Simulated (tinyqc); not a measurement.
CMOS latch-up, two-transistor model: one step of the calculation.

A parasitic pnp (emitter at Vdd, base shunted by Rw) and npn (emitter at ground, base shunted by Rs) feed each other: the npn collector current flows out of the pnp base node, the pnp collector current into the npn base node. Forward-active transistors with constant gains: Icn = Isn exp(Vn/Vt), Icp = Isp (exp(Vp/Vt) - 1). A current Ii is injected into the npn base node.

Task. Holding current and voltage. On state with both base-emitter voltages at Von: npn base current Ib = (Von/Rs + bp Von/Rw)/(bn bp - 1), holding current Ih = (bn + 1) Ib + Von/Rs, holding voltage Vh = Vsat + Von + R2 (Ib + Von/Rs).

Inputs (values chosen for the exercise); values close to those of bulk CMOS: current gain of the npn bn = 23.8; current gain of the pnp bp = 3.1; substrate resistance shunting the npn Rs = 1200 ohm; well resistance shunting the pnp Rw = 620 ohm; resistance from the pnp collector to the npn base R2 = 450 ohm; base-emitter voltage in the on state Von = 0.82 V; saturation voltage Vsat = 0.08 V; supply voltage Vdd = 1.8 V.

Find: bn bp; Ib; Ih; Vh.

Result.

bn bp = 73.780
Ib = 0.065723 mA
Ih = 2.3133 mA
Vh = 1.2371 V

Vh is below Vdd = 1.8 V, so the supply can sustain a latched state.

Numbers from tinyqc (`OMP_NUM_THREADS=1 python tinyqc.py 2670120 2670121 out.jsonl`; about 0.08 s on one thread of a shared Intel Xeon 2.30GHz).
